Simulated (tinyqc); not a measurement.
# Input admittance of a MOSFET at zero drain bias: distributed channel and distributed gate: input impedance against frequency

Source and drain grounded, strong inversion, w = 2 pi f, Cox = eps0 eox/tox. The channel is an RC line of resistance 1/(mu Cox Vo) per square fed from both ends, so one finger has the intrinsic admittance y = i w Cox L tanh(g)/g per width, g = (1/2) sqrt(i w tau), tau = L^2/(mu Vo). The vertical resistance rv/L is in series with y, the overlaps 2 i w Cov in parallel: y_t = 1/(1/y + rv/L) + 2 i w Cov. The gate strip is a line of Rsh/L per length loaded by y_t, so a finger has Y = y_t Wf tanh(k)/k, k = (Wf/sd) sqrt(y_t Rsh/L); the device has Nf Y.

Low-frequency limits, with c = Cox L and ct = c + 2 Cov: R_strip = Rsh Wf/(3 sd^2 L Nf), R_ch = (c/ct)^2 L/(12 mu Cox Vo Wf Nf), R_vert = (c/ct)^2 rv/(L Wf Nf), C = ct Wf Nf. Z = 1/(Nf Y) = R + 1/(i w C), Q = |Im Z|/R, far-point signal |1/cosh k|.

Inputs (values chosen for the exercise); values of the order met in silicon radio-frequency transistors: relative permittivity of the gate insulator (close to aluminium oxide) eox = 9.24; insulator thickness tox = 8.1 nm; channel length L = 1.1 um; finger width Wf = 0.81 um; number of fingers Nf = 32; channel mobility mu = 220 cm^2/(V s); gate overdrive Vo = 0.5 V; sheet resistance of the gate Rsh = 12 ohm/square; vertical resistivity of the gate stack rv = 0 ohm um^2; number of ends at which a finger is contacted sd = 1; overlap and fringe capacitance on each side Cov = 0.24 fF/um.

Constants: eps0 = 8.8541878128e-14 F/cm where lengths are in cm. Results are converted to the units shown.

The same in every row: low-frequency R (ohm) = 29.34.

Result of one run:
```
f (GHz)  w tau      |k|  R (ohm)  C (fF)      Q  signal at the far point
10       6.912  0.06586    28.63   279.7  1.988                   0.9990
```

What becomes of these results when the frequency f is changed from 10 to 30 GHz, all else the same?

Result of the changed run:
```
f (GHz)  w tau      |k|  R (ohm)  C (fF)      Q  signal at the far point
30       20.73  0.08717    24.35   196.1  1.111                   0.9975
```

The whole series:
```
f (GHz)     w tau       |k|  R (ohm)  C (fF)      Q  signal at the far point
0.01     0.006912  0.002283    29.34   300.4   1806                    1.000
0.03      0.02073  0.003954    29.34   300.4  601.9                    1.000
0.07      0.04838  0.006040    29.34   300.4  257.9                    1.000
0.2        0.1382   0.01021    29.34   300.4  90.28                    1.000
0.5        0.3456   0.01614    29.34   300.4  36.12                    1.000
1          0.6912   0.02280    29.33   300.2  18.07                    1.000
4           2.765   0.04486    29.22   296.8  4.587                   0.9998
10          6.912   0.06586    28.63   279.7  1.988                   0.9990
30          20.73   0.08717    24.35   196.1  1.111                   0.9975
```

R falls from 29.3 to 24.4 ohm and C falls from 300 to 196 fF. Q goes as f^(-1.00) between the first two rows and f^(-0.53) between the last two, where w tau = 20.7 and |k| = 0.0872. The low-frequency limits hold both R and C within 5 % up to f = 4 GHz among the rows.

Numbers from tinyqc (`OMP_NUM_THREADS=1 python tinyqc.py 2262222 2262223 out.jsonl`; about 0.01 s on one thread of a shared Intel Xeon 2.30GHz).
